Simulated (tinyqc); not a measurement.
## Trap density from the barrier height

Problem. In a partly depleted grain with all boundary traps filled, 2 N W = Qt and VB = q N W^2/(2 eps0 eps_r). Find Qt, W and the doping at which VB would equal Vt.

Inputs (values chosen for the exercise): temperature T = 300 K; relative permittivity eps_r = 11.7.

Constants: q = 1.602176634e-19 C, kB = 1.380649e-23 J/K, Vt = kB T/q, eps0 = 8.8541878128e-14 F/cm where lengths are in cm. Results are converted to the units shown.

doping = 7e18 cm^-3
barrier height = 0.061007537 V

Solution. Eliminating W gives VB = q Qt^2/(8 eps0 eps_r N), which falls as 1/N.

Qt = 4.70e12 cm^-2
W = 3.36 nm
doping for VB = Vt = 1.65e19 cm^-3

tinyqc, about 0.01 s, one thread, Intel Xeon 2.30GHz (shared host): `OMP_NUM_THREADS=1 python tinyqc.py 2830156 2830157 out.jsonl`
